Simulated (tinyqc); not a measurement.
# Gate-all-around wire, scale length and short-channel effects: what changes with what

A round wire of diameter ts in an insulator shell of thickness ti under a surrounding gate. Below threshold the potential that source and drain add obeys Laplace's equation and vanishes on the gate. Its lowest mode decays along the channel as exp(-k y); k is the smallest positive root of the matching condition at the interface, and the scale length is Lambda = pi/k.

Values chosen for this exercise; permittivities: semiconductor close to that of In0.53Ga0.47As, insulator close to that of silicon nitride:
- T = 300 K (temperature)
- eps_r = 13.6 (relative permittivity of the semiconductor)
- ei = 7.28 (relative permittivity of the insulator)
- ti = 2.3 nm (insulator thickness)
- ts = 7.7 nm (wire diameter)
- L = 14 nm (channel length)
- Vbi = 0.87 V (potential of the source)
- sT = 0.37 V (potential of the barrier top at threshold)
- Vds = 0.7 V (drain voltage)

Constants: q = 1.602176634e-19 C, kB = 1.380649e-23 J/K, Vt = kB T/q. Results are converted to the units shown.

Each table varies one quantity; the others keep the values above.

## Effect of the drain voltage

k is the smallest positive root of f(k) = ei J0(u)[J1(u) Y0(v) - Y1(u) J0(v)] - eps_r J1(u)[J0(u) Y0(v) - Y0(u) J0(v)], u = k ts/2, v = u + k ti. Along the channel psi(y) = s + a exp(y/l) + b exp(-y/l) with psi(0) = Vbi, psi(L) = Vbi + Vds and l = 1/k = Lambda/pi; with A = Vbi - s, B = A + Vds, x = exp(-L/l): a = (B - A x) x/(1 - x^2), b = (A - B x)/(1 - x^2). The minimum is s + 2 sqrt(a b), at y = (l/2) ln(b/a). The long-channel potential follows the gate as s = sT + (Vg - VTL)/m, and the threshold VT is the gate voltage at which the minimum equals sT. Swing = m Vt ln 10/g at threshold, g = d(minimum)/ds = 1 - (b x + a)/((1 + x) sqrt(a b)). DIBL = [VT(0.05 V) - VT(Vds)]/(Vds - 0.05 V). sT and Vbi are held fixed; m = 1.

The same in every row: Lambda (nm) = 9.7434; L/Lambda = 1.4369.

Effect of the drain voltage:
```
Vds (V),VT - VTL at Vds (mV),DIBL (mV/V),swing (mV/decade)
0.2,-154.86,119.32,75.253
0.35,-171.26,114.35,75.526
0.5,-186.56,110.23,75.851
0.65,-200.99,106.72,76.203
0.8,-214.72,103.68,76.568
0.95,-227.87,101.01,76.938
1.1,-240.52,98.630,77.310
```

As Vds goes from 0.2 to 1.1 V, Lambda stays at 9.74 nm, DIBL falls from 119 to 98.6 mV/V and the swing rises from 75.3 to 77.3 mV a decade. In every row L is under 1.5 Lambda, where higher modes, left out of the one-mode potential, count.

## Effect of the relative permittivity of the insulator

Same model as above.

Effect of the relative permittivity of the insulator:
```
ei,Lambda (nm),L/Lambda,VT - VTL at Vds (mV),DIBL (mV/V),swing (mV/decade)
3.9,12.28,1.140,-381.4,198.6,90.25
5.7,10.62,1.318,-261.0,134.8,80.74
8.5,9.252,1.513,-177.4,90.89,74.06
12,8.322,1.682,-129.4,65.88,70.19
18,7.472,1.874,-91.80,46.49,67.13
27,6.829,2.050,-67.64,34.11,65.15
40,6.361,2.201,-52.36,26.33,63.89
```

As ei goes from 3.9 to 40, Lambda falls from 12.3 to 6.36 nm, DIBL falls from 199 to 26.3 mV/V and the swing falls from 90.3 to 63.9 mV a decade. On average Lambda goes as ei^(-0.28). For ei = 3.9 to 5.7 L is under 1.5 Lambda, where higher modes, left out of the one-mode potential, count.

## A higher permittivity at fixed equivalent oxide thickness

Same model as above.

The equivalent oxide thickness 3.9 ti/ei is held at 1.2 nm, so ti = 1.2 ei/3.9 nm.

A higher permittivity at fixed equivalent oxide thickness:
```
ei,ti (nm),Lambda (nm),L/Lambda,DIBL (mV/V),swing (mV/decade)
3.9,1.200,9.598,1.459,101.2,75.64
5,1.538,9.580,1.461,100.6,75.56
7.5,2.308,9.658,1.450,103.0,75.92
10,3.077,9.892,1.415,110.3,77.04
15,4.615,10.81,1.295,141.4,81.73
20,6.154,12.23,1.145,196.3,89.91
25,7.692,13.95,1.003,274.6,101.4
```

What does the comparison show?

As ei goes from 3.9 to 25, Lambda goes from 9.60 through a minimum of 9.58 (at ei = 5 among the rows listed) to 14.0 nm, DIBL goes from 101.2 through a minimum of 100.6 (at ei = 5 among the rows listed) to 274.6 mV/V and the swing goes from 75.64 through a minimum of 75.56 (at ei = 5 among the rows listed) to 101.4 mV a decade. In every row L is under 1.5 Lambda, where higher modes, left out of the one-mode potential, count.

Numbers from tinyqc (`OMP_NUM_THREADS=1 python tinyqc.py 2420113 2420114 out.jsonl`; about 0.01 s on one thread of a shared Intel Xeon 2.30GHz).
